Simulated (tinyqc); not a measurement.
Deformation potential from the mobility gain.

Inverse problem. Tension X along [100] raises the x valleys by D = Xu (s11 - s12) X against the y and z valleys. Their share is f = w/(w + 2), w = exp(-D/Vt), and for current along [100] mu/mu0 = [f/ml + (1 - f)/mt]/[(1/ml + 2/mt)/3]. Find f, D and Xu.

Parameters, values chosen for the exercise; values close to those of silicon: temperature T = 300 K; compliance s11 = 7.91 1/TPa; compliance s12 = -2.18 1/TPa; longitudinal mass ml = 0.887 m0; transverse mass mt = 0.197 m0.

Constants: q = 1.602176634e-19 C, kB = 1.380649e-23 J/K, Vt = kB T/q. Results are converted to the units shown.

mu/mu0 = 1.31880797
X = 820 MPa

Answer. The gain is linear in f; w = 2 f/(1 - f).

f = 0.02977
D = 72.15 meV
Xu = 8.720 eV

tinyqc, about 0.01 s, one thread, Intel Xeon 2.30GHz (shared host): `OMP_NUM_THREADS=1 python tinyqc.py 2530041 2530042 out.jsonl`
